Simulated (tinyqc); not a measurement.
A finite superlattice with mass mismatch, transfer matrices: two steps of the calculation.

One electron of energy E comes from the left lead (band edge 0); no transverse momentum. Parabolic bands, masses in units of m0, C = hbar^2/(2 m0); psi and psi'/m are continuous at every interface. N periods of a barrier d1 followed by a well Lw; the right lead equals the left one.

Values chosen for this exercise:
- N = 8 (number of periods)

Task 1. Product of the matrices. The matrix of the later layer stands to the left: M = M_n ... M_2 M_1; det M = 1.

M of layer 1:
```
,1,2
1,0.43177218,0.092657940
2,-8.7803893,0.43177218
```

M of layer 2:
```
,1,2
1,0.79975482,-0.026400738
2,13.650839,0.79975482
```

Find: M of one period.

Result 1.

M of one period:
```
,1,2
1,0.57712,0.062705
2,-1.1281,1.6102
```

Task 2. N periods by the Chebyshev identity. x = (M11 + M22)/2 of one period. For |x| < 1 the energy lies in a miniband and cos(th) = x; for |x| > 1 it lies in a gap and cosh(g) = |x|. M^N = U_(N-1)(x) M - U_(N-2)(x) 1, with U_n = sin((n + 1) th)/sin th in a band and sign(x)^n sinh((n + 1) g)/sinh g in a gap.

M of one period:
```
,1,2
1,0.57712064,0.062704530
2,-1.1281061,1.6101705
```

Wanted: x; g; U_(N-1); U_(N-2); M^N.

Result 2.

x = 1.0936
g = 0.42946
U_(N-1) = 35.029
U_(N-2) = 22.767

M^N:
```
,1,2
1,-2.5508,2.1965
2,-39.517,33.636
```

The energy lies in a gap: for large N each further period divides T(E) by exp(2 g) = 2.36.

Range of the model: Masses are held fixed, although real bands cease to be parabolic a few tenths of an eV from their edges (inside a barrier too).

Numbers from tinyqc (`OMP_NUM_THREADS=1 python tinyqc.py 2560004 2560005 out.jsonl`; about 0.01 s on one thread of a shared Intel Xeon 2.30GHz).
